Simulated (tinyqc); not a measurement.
Plane-wave Kohn-Sham cycle with exchange-only LDA in a layered model solid, step by step. One step of it, computed by the program tinyqc.

Question. Iteration 2: Hamiltonian at one k. H(m,m') = (k + G_m)^2/2 delta + V(G_m - G_m'), with V(-G) = V(G).

A solid whose potential varies along x alone (atomic units):
```
parameter,value
period a,4.400000
cross-section of the cell,18.000000
electrons per cell,2
grid points,16
"plane waves -n..n, n",2
k points,3
V1 in V1 cos(2 pi x/a),-0.150000
V2 in V2 cos(4 pi x/a),-0.190000
```

V(G_m), m = 0, 1, 2, ... (hartree): -0.288891  -0.074092  -0.095312  -0.000035  -0.000004

k = 0.000000 2 pi / a

Give: H.

Answer.

H (hartree):
```
,-2,-1,+0,+1,+2
-2,3.789,-0.074,-0.095,0.000,0.000
-1,-0.074,0.731,-0.074,-0.095,0.000
+0,-0.095,-0.074,-0.289,-0.074,-0.095
+1,0.000,-0.095,-0.074,0.731,-0.074
+2,0.000,0.000,-0.095,-0.074,3.789
```
